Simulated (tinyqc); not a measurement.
## Error from band bending against W

In A the levels shift by pb (1 - z/W)^2 for z < W. The signal from depth z is weighted by exp(-z/le)/le, so the centroid shifts by pb [1 - 2/a + (2/a^2)(1 - exp(-a))], a = W/le, and the error of iA against its value at the interface is that less pb.

Values chosen for this exercise:
- pb = 0.71 V (band bending in A at the interface)
- le = 3.7 nm (escape depth)

Error from band bending against W:
```
W (nm)	a	centroid shift (eV)	error (meV)
2.8	0.7568	0.1498	-560.2
5	1.351	0.2355	-474.5
8.6	2.324	0.3362	-373.8
15	4.054	0.4446	-265.4
26	7.027	0.5367	-173.3
45	12.16	0.6028	-107.2
79	21.35	0.6466	-63.39
140	37.84	0.6735	-36.54
240	64.86	0.6884	-21.55
```

Read the table: what changes, and by how much?

The size of the error falls from 560 to 21.6 meV; for large a it is 2 |pb|/a. It is below 50 meV, a typical accuracy of the method, in 2 of the 9 rows. Heavily doped substrates and deep-probing photons need the correction.

Numbers from tinyqc (`OMP_NUM_THREADS=1 python tinyqc.py 2410162 2410163 out.jsonl`; about 0.01 s on one thread of a shared Intel Xeon 2.30GHz).
